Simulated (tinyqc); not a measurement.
# Surface potential of a MOS transistor: implicit equation and explicit approximations, step by step

Computed by the program tinyqc: `OMP_NUM_THREADS=1 python tinyqc.py 2122023 2122024 out.jsonl`, one thread of a shared Intel Xeon 2.30GHz, about 0.01 s for the whole run. Printed values are rounded.

p-type body, charge-sheet picture, depletion and inversion only, full ionisation (an idealisation for deep acceptors), Boltzmann statistics (rough once Na exp(x - xn) passes about Nc/7). In units of Vt: xg = (Vg - Vfb)/Vt, x = psi/Vt, G = gamma/sqrt(Vt), xn = (2 phiF + Vc)/Vt. The implicit equation is (xg - x)^2 = G^2 [x - 1 + exp(x - xn)] for x above about 3. Cox = eps0 eox/tox.

Inputs (values chosen for the exercise); band and dielectric values close to those of 4H silicon carbide: temperature T = 300 K; band gap Eg = 3.32 eV; relative permittivity eps_r = 9.55; conduction-band density of states at T Nc = 1.72e19 cm^-3; valence-band density of states at T Nv = 2.54e19 cm^-3; relative permittivity of the gate insulator (close to silicon dioxide) eox = 3.9; insulator thickness tox = 1.7 nm; acceptor density Na = 1.3e16 cm^-3; flat-band voltage Vfb = -0.32 V; channel-body voltage Vc = 1 V; gate-body voltage Vg = 3.48 V.

Constants: q = 1.602176634e-19 C, kB = 1.380649e-23 J/K, Vt = kB T/q, eps0 = 8.8541878128e-14 F/cm where lengths are in cm. Results are converted to the units shown.

## Scales

ni = sqrt(Nc Nv) exp(-Eg/(2 Vt)), Eg in volts; phiF = Vt ln(Na/ni); gamma = sqrt(2 q eps0 eps_r Na)/Cox; VT = Vfb + Vt (xn + G sqrt(xn - 1)).

phiF = 1.46914 V
gamma = 0.0292182 V^0.5
G = 0.181722
xn = 152.340
VT = 3.67608 V
xg = 146.991

## Explicit approximation

Depletion value a = 1 + [sqrt(G^2/4 + xg - 1) - G/2]^2; inversion value b = xn + ln[(xg - xn)^2/G^2 - xn + 1] and first guess y = min(a, b) - ln(1 + exp(-|a - b|)) if a > xn + 1, else b = y = a; one second-order correction with D = exp(y - xn), p = 2 (xg - y) + G^2 (1 + D), w = (xg - y)^2 - G^2 (y - 1 + D): z = y + 2 w/(p + sqrt(p^2 - 2 (2 - G^2 D) w)), or the Newton step z = y + w/p where the root is not real.

a = 144.811
b = 144.811
y = 144.811
p = 4.39150
w = -1.77519e-5
z = 144.811

The root of the implicit equation is x = 144.811; y misses it by 4.0e-6 and z by 0, in units of Vt.

## Starting value

x = a rounded to two decimals.

x at the start = 144.810

## Iteration 1: new x

D = exp(x - xn), f = (xg - x)^2 - G^2 (x - 1 + D), f' = -2 (xg - x) - G^2 (1 + D), x(new) = x - f/f'.

D = 5.36851e-4
f = 0.00583906
f' = -4.39417
x after iteration 1 = 144.811

## Iteration 2: new x

As before.

D = 5.37565e-4
f = 1.76575e-6
f' = -4.39151
x after iteration 2 = 144.811

## Course of the iteration

Stop when the step is below 1e-11, or after 60 iterations.

Course of the iteration:
```
iteration  x before the step      step
1                    144.810   1.33e-3
2                    144.811   4.02e-7
3                    144.811  5.68e-14
```

Converged in 3 iterations.

## Potential, charges and gate control

converged x = 144.811

psi = Vt x; N_dep = Cox Vt G sqrt(x - 1)/q; N_inv = (Cox Vt G/q) [sqrt(x - 1 + exp(x - xn)) - sqrt(x - 1)]; dpsi/dVg = 1/[1 + G^2 (1 + exp(x - xn))/(2 (xg - x))].

psi = 3.74366 V
N_dep = 7.14251e11 cm^-2
N_inv = 1.3349e6 cm^-2
dpsi/dVg = 0.992476

psi lies 7.5 Vt below 2 phiF + Vc.
